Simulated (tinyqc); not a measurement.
From results back to parameters: hole subbands of a hard-walled well, four-band Luttinger model. Four cases, with inputs chosen for the exercise.

Problem. At k = 0 in a hard-walled well HHn = c (g1 - 2 g2)(n pi/L)^2 - Z0 and LHn = c (g1 + 2 g2)(n pi/L)^2 + Z0, c = hbar^2/2m0. Two spacings were computed from hidden g1 and g2.

Constants: hbar^2/2m0 = 3.80998211 eV angstrom^2.
Find: u = c (pi/L)^2; g2; g1.
Method. HH2 - HH1 = 3u (g1 - 2 g2) and LH1 - HH1 = 4 u g2 + 2 Z0.

Case 1.

Values chosen (out of a larger set: near those of InAs; not measured data): L = 65 angstrom (well width along [001]); Z0 = 0 eV (shear strain energy).

HH2 - HH1 = 79.567 meV
LH1 - HH1 = 301.536 meV

Solution.

u = c (pi/L)^2 = 8.900 meV
g2 = 8.47
g1 = 19.92

Case 2.

Values chosen (out of a larger set: near those of GaSb; not measured data): L = 80 angstrom (well width along [001]); Z0 = 0.0328 eV (shear strain energy).

HH2 - HH1 = 74.912 meV
LH1 - HH1 = 174.649 meV

Solution.

u = c (pi/L)^2 = 5.875 meV
g2 = 4.64
g1 = 13.53

Case 3.

Values chosen (out of a larger set: near those of GaAs; not measured data): L = 140 angstrom (well width along [001]); Z0 = 0.0189 eV (shear strain energy).

HH2 - HH1 = 16.806 meV
LH1 - HH1 = 53.609 meV

Solution.

u = c (pi/L)^2 = 1.919 meV
g2 = 2.06
g1 = 7.04

Case 4.

Values chosen (out of a larger set: near those of GaAs; not measured data): L = 70 angstrom (well width along [001]); Z0 = 0.0584 eV (shear strain energy).

HH2 - HH1 = 65.844 meV
LH1 - HH1 = 180.034 meV

Solution.

u = c (pi/L)^2 = 7.674 meV
g2 = 2.06
g1 = 6.98

Computed by tinyqc, one run a case: `OMP_NUM_THREADS=1 python tinyqc.py N N+1 out.jsonl` with N = 1281201, 1281207, 1281303, 1281316; one thread of a shared Intel(R) Xeon(R) Processor @ 2.30GHz, about 0.3 s a run at most.
